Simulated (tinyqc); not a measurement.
Specific resistance of a metal-semiconductor contact and its transmission-line measurement: one step, computed by the program tinyqc. Command: `OMP_NUM_THREADS=1 python tinyqc.py 3010749 3010750 out.jsonl contact walk`. One thread of a shared host (Intel(R) Xeon(R) Processor @ 2.30GHz), about 0.01 s of CPU time with the checks.

The barrier is parabolic (depletion approximation), energies E are normal energies counted from the band edge in the neutral semiconductor (downwards for holes), and the bias is zero. xi is an input, held fixed when other inputs move.

Question. Current crowding. Transmission-line model: transfer length L_T = sqrt(rho_c/R_sh); R_c = (R_sh L_T/W) coth(d/L_T). Limits: rho_c/(W d) for d << L_T, sqrt(rho_c R_sh)/W for d >> L_T.

Inputs (values chosen for the exercise, modelled on n-type In0.53Ga0.47As):

| quantity | value | unit |
|---|---|---|
| temperature T | 77 | K |
| sheet resistance R_sh | 93 | ohm |
| contact length d | 1.9 | micrometre |
| contact width W | 2.2 | micrometre |

Image-force lowering: included.

specific contact resistance rho_c = 2.197452e-07 ohm cm^2

Give: transfer length L_T; d/L_T; contact resistance R_c; R_c W; short-contact limit; long-contact limit.

Answer.

transfer length L_T = 0.48609 micrometre

d/L_T = 3.9087

contact resistance R_c = 20.565 ohm

R_c W = 45.243 ohm micrometre

short-contact limit = 5.2571 ohm

long-contact limit = 20.548 ohm

The contact is long: current crowds at the front edge, and more length does not help.
